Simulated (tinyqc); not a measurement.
Inside a calculation. Method: sp3 tight binding, zinc-blende lattice. One step of it, computed by the program tinyqc.

Task: Levels at G. Diagonalise the Hermitian matrix.

H(k) at G (eV), lower triangle:
```
,a s,a px,a py,a pz,c s,c px,c py,c pz
a s,-14.530000
a px,0.000000,-5.870000
a py,0.000000,0.000000,-5.870000
a pz,0.000000,0.000000,0.000000,-5.870000
c s,-8.416528,0.000000,0.000000,0.000000,-14.530000
c px,0.000000,3.246375,0.000000,0.000000,0.000000,-5.870000
c py,0.000000,0.000000,3.246375,0.000000,0.000000,0.000000,-5.870000
c pz,0.000000,0.000000,0.000000,3.246375,0.000000,0.000000,0.000000,-5.870000
```

Give: eigenvalues.

Result:

eigenvalues (eV): -22.947  -9.116  -9.116  -9.116  -6.113  -2.624  -2.624  -2.624
